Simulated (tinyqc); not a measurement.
Worked calculation: optical transitions of a finite quantum well. Values are carried at full precision from step to step, so a last printed digit may differ when a step is redone from the rounded ones.

Each carrier sees a square well of width L with its own depth V and masses m (inside), mb (outside); c = hbar^2/2m0, k = sqrt(m E/c), kappa = sqrt(mb (V - E)/c), and level n solves k L + 2 atan[(k/m)/(kappa/mb)] = n pi. The envelope is cos(kz) for odd n and sin(kz) for even n inside, joins exp(-kappa (|z| - L/2)) outside, and is normalised to 1. Excitons and band mixing are left out.

Constants: hbar^2/2m0 = 3.80998211 eV angstrom^2; hc = 1239.841984 eV nm; fine-structure constant alpha = 0.007297352564.

Parameters, chosen for this exercise (near those of a GaAs well in AlGaAs; the results hold for these values, not for the real material):
- L = 96 angstrom (well width)
- Eg = 1.543 eV (gap of the well)
- Vc = 0.267 eV (conduction offset)
- Vv = 0.148 eV (valence offset)
- me = 0.0686 m0 (electron, well)
- meb = 0.0944 m0 (electron, barrier)
- mh = 0.356 m0 (heavy hole along z, well)
- mhb = 0.416 m0 (heavy hole, barrier)
- ml = 0.0933 m0 (light hole along z, well)
- mlb = 0.1063 m0 (light hole, barrier)
- Ns = 0.26 x 1e12/cm^2 (electrons in e1)
- n_r = 3.45 (refractive index)
- G = 8 meV (half width of the line)

## Confinement energies

Up to three levels for each carrier.

Levels:
```
level  E (eV)  k (1/angstrom)  kappa (1/angstrom)
e1     0.0324         0.02416             0.07624
e2     0.1274         0.04790             0.05881
e3     0.2598         0.06839             0.01338
hh1    0.0081         0.02744             0.12361
hh2    0.0320         0.05469             0.11254
hh3    0.0710         0.08143             0.09171
lh1    0.0231         0.02377             0.05904
lh2    0.0881         0.04643             0.04090
```

## Interband transitions

From e1 and e2 to each hole level: E = Eg + E_e + E_h, wavelength hc/E, squared overlap of the envelopes, and the strength |<S|p|v>|^2 in units of P^2 at the subband edge: overlap^2 times 1/2 (hh) or 1/6 (lh) for light polarised in the plane (TE), times 0 (hh) or 2/3 (lh) along z (TM).

Transitions:
```
pair    E (eV)  wavelength (nm)  overlap^2      TE      TM
e1-hh1  1.5835            783.0     0.9863  0.4931  0.0000
e1-lh1  1.5985            775.6     0.9984  0.1664  0.6656
e1-hh2  1.6074            771.3     0.0000  0.0000  0.0000
e1-hh3  1.6464            753.1     0.0081  0.0041  0.0000
e1-lh2  1.6635            745.3     0.0000  0.0000  0.0000
e2-hh1  1.6785            738.7     0.0000  0.0000  0.0000
e2-lh1  1.6935            732.1     0.0000  0.0000  0.0000
e2-hh2  1.7024            728.3     0.9449  0.4725  0.0000
e2-hh3  1.7414            712.0     0.0000  0.0000  0.0000
e2-lh2  1.7585            705.1     0.9860  0.1643  0.6573
```

The edge is e1-hh1 at 783 nm. Pairs of opposite parity vanish exactly; e1-hh3 is allowed by parity and reaches 0.0081, only because the two envelopes leak differently into the barriers.

## Intersubband transitions from e1

z_1j = <1|z|j>; 1/m1 = <1|1/m|1>; f_1j = (m1/c)(E_j - E_1) z_1j^2, which sums to 1 over all bound and continuum states.

Transitions:
```
pair  E (meV)  wavelength (micrometre)  |z| (angstrom)       f
1-2      95.0                    13.05           23.81  0.9785
1-3     227.4                     5.45            0.00  0.0000
```

m1 = 0.0692 m0
sum of f over bound states = 0.9785

The continuum carries the remaining 0.0215. With hard walls z_12 = 16 L/(9 pi^2) = 17.29 angstrom and f_12 = 256/(27 pi^2) = 0.9607.

## Absorption of one well

For light polarised along z (a real waveguide or Brewster geometry adds an angle factor), with all electrons in e1 and none in e2, the peak fractional absorption is 4 pi alpha Ns c f_12/(n_r m1 G) and the area under the Lorentzian line is pi G times that, c = hbar^2/2m0; 1e12/cm^2 = 1e-4/angstrom^2. EF - E1 = 2 pi c Ns/m1 at zero temperature.

peak absorption = 0.465 %
area = 11.70 % meV
EF - E1 = 9.0 meV

EF lies below e2, as assumed.

## Checks

- Sum of f over all levels of a difference grid (60 cells across the well) against 1: 0.999 against 1.000.
- The strength f_12 on that grid against the matched envelopes: both 0.978.

Program tinyqc; command `OMP_NUM_THREADS=1 python tinyqc.py 1282526 1282527 out.jsonl`; about 0.1 s on one thread of a shared Intel(R) Xeon(R) Processor @ 2.30GHz.
